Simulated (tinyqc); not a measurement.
From results back to parameters: interface roughness in a thin film (subband fluctuation and scattering). Four cases, with inputs chosen for the exercise.

Problem. The screened mobility was computed from a hidden rms height D.

Gaussian roughness spectrum S(q) = pi D^2 Lc^2 exp(-q^2 Lc^2/4). Degenerate gas, taken to fill one subband (the second starts to fill once c kF^2/md exceeds E2 - E1, which is not tested here): kF = sqrt(2 pi Ns/gv), q = 2 kF sin(theta/2), 1/tau = (md/(2 pi c hbar)) G^2 times the integral from 0 to pi of S(q)(1 - cos theta)/eps(q)^2 dtheta, eps(q) = 1 + qs/q with screening (qs = gv md q0/(c eps), q0 = e^2/(4 pi eps0), form factors left out, which overstates the screening; other scattering is left out too, so these values lie far above measured mobilities in all but the thinnest films) or 1 without; mobility = tau c2/md with c2 = e/m0 = 1.75882e15 cm^2/(V s^2); 1e12/cm^2 = 1e-4/angstrom^2.

Constants: hbar^2/2m0 = 3.80998211 eV angstrom^2; hbar = 6.58211957e-16 eV s; e^2/(4 pi eps0) = 14.39964547 eV angstrom.

Find: mobility for D = 1 angstrom; D.

Method. The mobility goes as 1/D^2, so D is the square root of the ratio. One value fixes only D^2 times a function of Lc; a second density is needed to part the two.

Case 1.

Values chosen (near those of a thin Ge channel on (111), one valley; the results hold for these values, not for the real material): md = 0.082 m0 (mass in the plane); gv = 1 (valleys); Lc = 56 angstrom (correlation length); Ns = 1.1 x 1e12/cm^2 (sheet density); eps = 12.3 (mean dielectric constant at the channel).

G = |dE1/dt| = 3.9444 meV/angstrom
mobility = 18005.7 cm^2/(V s)

Solution.

mobility for D = 1 angstrom = 1.037e+05 cm^2/(V s)
D = 2.40 angstrom

Case 2.

Values chosen (near those of a thin Si channel on (100), two-fold valleys; the results hold for these values, not for the real material): md = 0.195 m0 (mass in the plane); gv = 2 (valleys); Lc = 38 angstrom (correlation length); Ns = 0.93 x 1e12/cm^2 (sheet density); eps = 7.8 (mean dielectric constant at the channel).

G = |dE1/dt| = 3.8760 meV/angstrom
mobility = 219009 cm^2/(V s)

Solution.

mobility for D = 1 angstrom = 2.650e+05 cm^2/(V s)
D = 1.10 angstrom

Case 3.

Values chosen (near those of a thin Si channel on (100), two-fold valleys; the results hold for these values, not for the real material): md = 0.188 m0 (mass in the plane); gv = 2 (valleys); Lc = 16 angstrom (correlation length); Ns = 5 x 1e12/cm^2 (sheet density); eps = 8.1 (mean dielectric constant at the channel).

G = |dE1/dt| = 6.1452 meV/angstrom
mobility = 30353.3 cm^2/(V s)

Solution.

mobility for D = 1 angstrom = 1.469e+05 cm^2/(V s)
D = 2.20 angstrom

Case 4.

Values chosen (near those of a thin GaN channel; the results hold for these values, not for the real material): md = 0.204 m0 (mass in the plane); gv = 1 (valleys); Lc = 34 angstrom (correlation length); Ns = 1.6 x 1e12/cm^2 (sheet density); eps = 9.5 (mean dielectric constant at the channel).

G = |dE1/dt| = 11.1656 meV/angstrom
mobility = 4340.43 cm^2/(V s)

Solution.

mobility for D = 1 angstrom = 7335 cm^2/(V s)
D = 1.30 angstrom

Computed by tinyqc, one run a case: `OMP_NUM_THREADS=1 python tinyqc.py N N+1 out.jsonl` with N = 1250621, 1250637, 1250640, 1250665; one thread of a shared Intel(R) Xeon(R) Processor @ 2.30GHz, about 0.01 s a run at most.
